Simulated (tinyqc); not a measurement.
Scattering rates of a carrier in a spherical band by Fermi's golden rule: one step, computed by the program tinyqc. Command: `OMP_NUM_THREADS=1 python tinyqc.py 3019351 3019352 out.jsonl scatter walk`. One thread of a shared host (Intel(R) Xeon(R) Processor @ 2.30GHz), about 0.01 s of CPU time with the checks.

All processes here are isotropic or elastic, and the rate listed is the momentum relaxation rate.

Question. The band at energy E. Kane band: hbar^2 k^2/(2 m) = E (1 + alpha E), speed v = hbar k/(m (1 + 2 alpha E)), states per spin, volume and energy g(E) = m k (1 + 2 alpha E)/(2 pi^2 hbar^2); overlap factors are set to 1. Masses are multiplied by m_0 and all formulas are in SI units.

Inputs (values chosen for the exercise, modelled on holes in germanium): density-of-states mass of one valley m = 0.305 m_0; non-parabolicity alpha = 0.27 1/eV; carrier energy E = 350 meV.

Crystal: non-polar. Band: Kane. Impurity formula: Brooks-Herring. Further scattering: none.

Constants: m_0 = 9.1093837015e-31 kg; e = 1.602176634e-19 C; hbar = 1.054571817e-34 J s.

Give: wave number k; speed v; g(E).

Answer.

wave number k = 1.751 1/nm

speed v = 5.590e+05 m/s

g(E) = 4.222e+20 1/(eV cm^3)

Non-parabolicity raises g(E) by a factor 1.244 and changes the speed by a factor 0.880 against a parabolic band at the same E.
